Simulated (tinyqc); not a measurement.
Drifting, spreading and decaying minority pulse (Haynes-Shockley), Crank-Nicolson time steps: one step of the calculation.

Low injection in a uniform field: dn/dt = D d2n/dx2 - v dn/dx - n/tau with D = mu Vt and v = mu F towards +x. Exact solution on an infinite bar for a Gaussian start at x0: n = N0 exp(-t/tau) exp(-(x - x0 - v t)^2/(2 s^2))/sqrt(2 pi s^2), s^2 = s0^2 + 2 D t.

Task. Densities after a time step. (L n)_i = a n_(i-1) + b n_i + c n_(i+1), n = 0 beyond the ends. Crank-Nicolson step: solve n(new) - L n(new)/2 = n + L n/2.

a = 0.62625224
b = -0.70372909
c = 0.037476853
n at t = 1 dt, node 1 to 13 (in units of 1e12 cm^-3): [0.0128130, 0.1271424, 0.5603772, 1.1087273, 1.0691244, 0.5656004, 0.1879493, 0.0478848, 0.0112496, 0.0026154, 0.0006078, 0.0001412, 0.0000327]

Wanted: n at t = 2 dt.

Result.

n at t = 2 dt, node 1 to 13 (in units of 1e11 cm^-3): [0.090, 0.785, 3.423, 7.689, 9.657, 7.506, 3.979, 1.595, 0.537, 0.164, 0.047, 0.013, 0.004]

tinyqc, about 0.01 s, one thread, Intel Xeon 2.30GHz (shared host): `OMP_NUM_THREADS=1 python tinyqc.py 2310039 2310040 out.jsonl`
